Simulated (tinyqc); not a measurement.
Alloy A(1-x)B(x) by interpolation with bowing, step by step. Values are carried at full precision from step to step, so a last printed digit may differ when a step is redone from the rounded ones.

Each gap follows E(x) = (1 - x) E_A + x E_B - C x (1 - x); the lattice constant follows Vegard, a(x) = (1 - x) a_A + x a_B.

Constants: hc = 1239.841984 eV nm; kB = 8.617333262e-05 eV/K.

Parameters, chosen for this exercise (A near GaP, B near GaAs; shifted at random, so the results belong to these values and not to a real crystal):
```
symbol  value                  unit      meaning
a       (5.455, 5.652)         angstrom  lattice constant of A, B
x       0.47                             fraction of B
Eg      (2.928, 1.525)         eV        gap at Gamma to the s-like level of A, B
EgX     (2.317, 1.98)          eV        gap to the lowest valley along Gamma-X of A, B
EgL     (2.725, 1.826)         eV        gap to L of A, B
C       (0.273, 0.224, 0.176)  eV        bowing of the Gamma, X and L gaps
Dso     (0.08, 0.346)          eV        spin-orbit splitting of A, B
Ep      (31.1, 25.3)           eV        Kane energy of A, B
me      (0.1281, 0.0674)       m0        electron mass at Gamma of A, B
Cs      0                      eV        bowing of Dso
md      (0.0931, 0.95, 0.62)   m0        density-of-states masses of Gamma, all X and all L valleys
T       77                     K         temperature
```

## Gaps and lattice constant at x

Also give the wavelength hc/E of the lowest gap.

a(x) = 5.5476 angstrom

linear parts (eV): Gamma 2.2686, X 2.1586, L 2.3025

bowing terms C x (1 - x) (eV): Gamma 0.0680, X 0.0558, L 0.0438

gaps (eV): Gamma 2.2006, X 2.1028, L 2.2586

wavelength of the lowest gap = 589.6 nm

The lowest valley is X, so the gap is indirect; the next, Gamma, lies 98 meV higher.

## Where the valleys cross

The difference of two gaps is a quadratic q2 x^2 + q1 x + q0 with q2 = C_i - C_j, q1 = (E_B - E_A - C)_i - (E_B - E_A - C)_j, q0 = E_A,i - E_A,j; give its roots between 0 and 1 (a dash: none).

Crossings:
```
pair        q2      q1      q0  first root  second root
Gamma-X  0.049  -1.115   0.611      0.5619            -
Gamma-L  0.097  -0.601   0.203      0.3585            -
X-L      0.048   0.514  -0.408      0.7423            -
```

The lowest valley changes at x = 0.562 (X to Gamma, gap 2.073 eV). The other crossings lie above the lowest valley.

## Electron mass of the alloy

Mass at Gamma from the Kane formula 1/m = F + Ep (Eg + 2 Dso/3)/(Eg (Eg + Dso)). F is fixed by the masses of A and B and interpolated linearly, as is Ep; Eg and Dso carry their bowing.

Compare with the linear interpolation of the masses.

F of A, B: -2.7210  -0.7307

Ep, Eg, Dso at x (eV): 28.3740  2.2006  0.2050

m(x) from the Kane formula = 0.0931 m0
m(x) linear = 0.0996 m0

The Kane value lies 6.5 % below the linear one. The Gamma valley is not the lowest at this x.

## Shares of the electrons in the valleys

Non-degenerate: n_i proportional to md_i^(3/2) exp(-E_i/kT).

md^(3/2): Gamma 0.0284, X 0.9259, L 0.4882

(E - E_min)/kT: Gamma 14.74, X 0.00, L 23.48

shares: Gamma 0.000, X 1.000, L 0.000

X holds most electrons (100.0 %).

## Checks

- The Gamma and X gaps at their crossing x = 0.5619 (eV): both 2.0725.
- The Gamma and L gaps at their crossing x = 0.3585 (eV): both 2.3622.
- The X and L gaps at their crossing x = 0.7423 (eV): both 2.0240.

Run: tinyqc, `OMP_NUM_THREADS=1 python tinyqc.py 1080321 1080322 out.jsonl`; Intel(R) Xeon(R) Processor @ 2.30GHz, one thread, shared host; about 0.01 s of CPU time with all checks.
